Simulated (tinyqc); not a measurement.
From results back to parameters: delta-doped layer in the Thomas-Fermi potential. Two cases, with inputs chosen for the exercise.

Problem. The depth of the well was computed from a hidden sheet density.

All donors ionised in the plane z = 0, zero temperature, energies from the Fermi level EF of the Thomas-Fermi model, which lies at the bulk band edge; c = hbar^2/2m0, q = e^2/(4 pi eps0). Layer in a (001) plane: two valleys with m_z = ml, m_d = mt (unprimed) and four with m_z = mt, m_d = sqrt(ml mt) (primed); m3 = (ml mt^2)^(1/3), gv = 6. With n = (gv/3 pi^2)(m3 (-V)/c)^(3/2) and V'' = -(4 pi q/eps) n for z > 0, the solution is V = -b/(|z| + z0)^4 with sqrt(b) = 20/K, K = (4 pi q/eps)(gv/3 pi^2)(m3/c)^(3/2), and z0^5 = 4b/(e F0), e F0 = 2 pi q N/eps; 1e13/cm^2 = 1e-3/angstrom^2. Exchange and correlation are left out.

Constants: hbar^2/2m0 = 3.80998211 eV angstrom^2; e^2/(4 pi eps0) = 14.39964547 eV angstrom.

Case 1.

Values chosen (out of a larger set: near those of a delta-doped layer in Si; not measured data):
- ml = 0.903 m0 (longitudinal mass)
- mt = 0.194 m0 (transverse mass)
- eps = 12 (dielectric constant)

depth = 0.085068 eV

Case 2.

Values chosen (out of a larger set: near those of a delta-doped layer in Si; not measured data):
- ml = 0.924 m0 (longitudinal mass)
- mt = 0.191 m0 (transverse mass)
- eps = 12 (dielectric constant)

depth = 0.089723 eV

Find: b; z0; N.

Solution. b does not depend on N; z0 = (b/depth)^(1/4), e F0 = 4b/z0^5 and N = eps e F0/(2 pi q).

Case 1.

b = 6.971e+04 eV angstrom^4
z0 = 30.09 angstrom
N = 1.50 x 1e13/cm^2

Case 2.

b = 7.029e+04 eV angstrom^4
z0 = 29.75 angstrom
N = 1.60 x 1e13/cm^2

Computed by tinyqc, one run a case: `OMP_NUM_THREADS=1 python tinyqc.py N N+1 out.jsonl` with N = 1251603, 1251778; one thread of a shared Intel(R) Xeon(R) Processor @ 2.30GHz, about 0.2 s a run at most.
